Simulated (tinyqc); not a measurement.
Modulation-doped quantum well, Poisson-Schroedinger loop with local exchange and correlation: one step of the calculation.

A well of width L centred at z = 0 between barriers Vb; effective-mass electrons, parabolic bands. The electrons come from donor sheets outside the mesh, a share fL of Ns on the left and the rest on the right, so the structure is neutral. Energies are counted from the band edge of the well, with U = 0 on the first node in the Hartree part.

Task. Fermi level and occupations. Level k holds N_k = D_k Vt ln(1 + exp((EF - E_k)/Vt)) with D = md m0 q/(pi hbar^2) per eV (spin included); EF is fixed by sum N_k = Ns.

Parameters, values chosen for the exercise; material values those of a made-up well:
- T = 300 K (temperature)
- md = 0.0772 m0 (in-plane mass)
- Ns = 6e11 cm^-2 (sheet density of electrons)

Constants: q = 1.602176634e-19 C, kB = 1.380649e-23 J/K, hbar = 1.054571817e-34 J s, m0 = 9.1093837015e-31 kg, Vt = kB T/q. Results are converted to the units shown.

levels (eV): E1 0.03259165, E2 0.13075453, E3 0.26554003

Find: EF; N_k.

Result.

EF = 0.03280 eV
N_k (cm^-2): E1 5.813e11, E2 1.865e10, E3 1.026e8

Program tinyqc, `OMP_NUM_THREADS=1 python tinyqc.py 2140043 2140044 out.jsonl`; Intel Xeon 2.30GHz, shared host, one thread, about 0.2 s.
